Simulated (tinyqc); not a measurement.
k.p theory built from an empirical-pseudopotential calculation at Gamma, step by step. Values are carried at full precision from step to step, so a last printed digit may differ when a step is redone from the rounded ones.

Empirical pseudopotential on the fcc lattice, atoms at +/- tau, tau = a (1,1,1)/8, no spin-orbit coupling. H(G,G') = c (2 pi/a)^2 |k + G|^2 delta + VS(q) cos(q.tau) + i VA(q) sin(q.tau), q = G - G', c = hbar^2/2m0; k and G in units of 2 pi/a; VS at |q|^2 = 3, 8, 11 and VA at 3, 4, 11, in rydberg, zero elsewhere. The basis is fixed: all 59 G with |G|^2 up to Gcut. Energies are counted from the fourth level at Gamma.

Constants: hbar^2/2m0 = 3.80998211 eV angstrom^2; Ry = 13.60569312 eV.

Parameters, chosen for this exercise (near those of InP; the results hold for these values, not for the real material): a = 5.876 angstrom (lattice constant); VS = (-0.223, 0.009, 0.059) Ry (symmetric form factors); VA = (0.072, 0.051, 0.01) Ry (antisymmetric form factors); Gcut = 12 (2 pi/a)^2 (largest |G|^2 of the fixed basis).

## Levels at Gamma

Diagonalise H at k = 0 and group equal levels.

Multiplets at Gamma:
```
multiplet  degeneracy    E (eV)
1                   1  -11.2892
2                   3    0.0000
3                   1    1.5243
4                   3    4.4890
5                   1    8.0923
6                   2    8.3514
7                   3   12.4119
8                   1   13.8393
9                   3   25.3467
```

The lowest empty multiplet is a singlet at 1.524 eV; the lowest empty singlet (s-like) is multiplet 3.

## Mass of the s-like conduction level (multiplet 3)

For a multiplet A of d_A states, W(B) = (4 c/(3 d_A)) sum over n in A, m in B and i = x, y, z of |<n|G_i|m>|^2 (G in 1/angstrom, <n|G_i|m> = sum_G c_n(G)* G_i c_m(G)); the mean inverse mass of A is 1 + sum_B W(B)/(E_A - E_B). Multiplets with W = 0 are left out.

List the couplings (the first eight at most); W to the valence triplet is the Kane energy Ep.

Couplings:
```
multiplet B  degeneracy  E_B (eV)   W (eV)  W/(E_A - E_B)
2                     3    0.0000  16.5589        10.8635
4                     3    4.4890   0.0137        -0.0046
7                     3   12.4119   0.2014        -0.0185
10                    3   25.8400   0.3784        -0.0156
12                    3   26.4399   0.2438        -0.0098
15                    3   39.0093   0.0280        -0.0007
16                    3   39.5364   0.0020        -0.0001
19                    3   40.2069   0.0157        -0.0004
```

sum over the higher multiplets = -0.0014
1/m = 11.8124

Ep = 16.56 eV. The valence triplet gives 10.86, all other levels together -0.05; m = 0.0847, against 0.0843 for two levels alone.

## Valence parameters

Fold all other levels onto the valence triplet: D(u) = c + 4 c^2 sum_m <n|u.G|m><m|u.G|n'>/(0 - E_m), in units of c. Along [100] its eigenvalues are L (once) and M (twice); along [111] (L + 2M + 2N)/3 (once) and (L + 2M - N)/3 (twice). Then g1 = -(L + 2M)/3, g2 = -(L - M)/6, g3 = -N/6.

eigenvalues along [100]: -11.294  -1.922  -1.922

eigenvalues along [111]: -13.506  -0.816  -0.816

L, M, N: -11.294  -1.922  -12.690

g1, g2, g3: 5.046  1.562  2.115

With spin-orbit coupling added at fixed g1, g2, g3 and large against the hole energy these give heavy and light masses along [100] of 0.520 and 0.122. The s-like level alone adds Ep/(3E) = 3.62 to g1. Local form factors fix Ep and the gap only roughly, so these values can lie far from measured ones.

## Checks

- 1/m of the s-like level from the sum against the curvature of the band: both 11.81.
- L and M against the curvatures along [100]: largest relative difference 1.4e-06.

Program tinyqc; command `OMP_NUM_THREADS=1 python tinyqc.py 1080711 1080712 out.jsonl`; about 0.3 s on one thread of a shared Intel(R) Xeon(R) Processor @ 2.30GHz.
